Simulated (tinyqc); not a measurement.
From single traps to 1/f noise.

7 half-filled traps with time constants tau_j = 5.5e-8 s times 10^(1 j), j = 0..6, each shift the threshold by a = 16.6 uV when filled and give the Lorentzian a^2 tau/(1 + (2 pi f tau)^2). For time constants spread evenly in ln tau the sum tends to a^2/(4 f ln(10^1)). slope = d ln S/d ln f.

Result of one run:
```
S (uV^2/Hz)	1/f limit (uV^2/Hz)	slope	j of the largest term
1.312e-6	2.992e-6	-1.862	0
```

Which noise frequency f gave this result: 1, 1000, 1e6 or 1e7 Hz?

f = 1e7 Hz.

The whole series:
```
f (Hz)	S (uV^2/Hz)	1/f limit (uV^2/Hz)	slope	j of the largest term
0.01	16.84	2992	-2.152e-5	6
0.1	16.82	299.2	-0.002149	6
1	15.22	29.92	-0.1900	6
30	1.037	0.9973	-0.9999	5
1000	0.02832	0.02992	-0.9635	3
30000	0.001051	9.973e-4	-1.016	2
1e6	2.666e-5	2.992e-5	-1.025	0
1e7	1.312e-6	2.992e-6	-1.862	0
1e8	1.409e-8	2.992e-7	-1.998	0
```

Below the slowest trap (1/(2 pi tau) = 2.9 Hz) the spectrum is flat, slope 0.00 in the first row; above the fastest (2.9e6 Hz) the slope tends to -2 (-2.00 in the last row). In between, at 30, 1000 and 30000 Hz, the slopes are -1.00, -0.96 and -1.02, and S is 5.3 % below the 1/f limit at 1000 Hz.

Computed by the program tinyqc: `OMP_NUM_THREADS=1 python tinyqc.py 2150137 2150138 out.jsonl`, one thread of a shared Intel Xeon 2.30GHz, about 0.01 s for the whole run.
